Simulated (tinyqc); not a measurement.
## Potential step from the flux

Problem. On one interval J = (q mu Vt/hx) [nb B(d) - na B(-d)], B(d) = d/(exp(d) - 1), d = (psi_b - psi_a)/Vt. Find psi_b - psi_a, and the step at which J would vanish.

Values chosen for this exercise:

| symbol | value | unit | meaning |
|---|---|---|---|
| T | 300 | K | temperature |
| mu | 957 | cm^2/(V s) | electron mobility |
| na | 4e14 | cm^-3 | density at the left node |
| nb | 3.9e14 | cm^-3 | density at the right node |
| hx | 13 | nm | node spacing |

Constants: q = 1.602176634e-19 C, kB = 1.380649e-23 J/K, Vt = kB T/q. Results are converted to the units shown.

J = -6888.5885 A/cm^2

Solution. B(d) falls and B(-d) rises with d, so J falls steadily with the step and one value matches. J = 0 needs nb/na = exp(d), the Boltzmann ratio.

psi_b - psi_a = 0.1460 V
step for J = 0 = -6.545e-4 V

Computed by the program tinyqc: `OMP_NUM_THREADS=1 python tinyqc.py 2220031 2220032 out.jsonl`, one thread of a shared Intel Xeon 2.30GHz, about 0.01 s for the whole run.
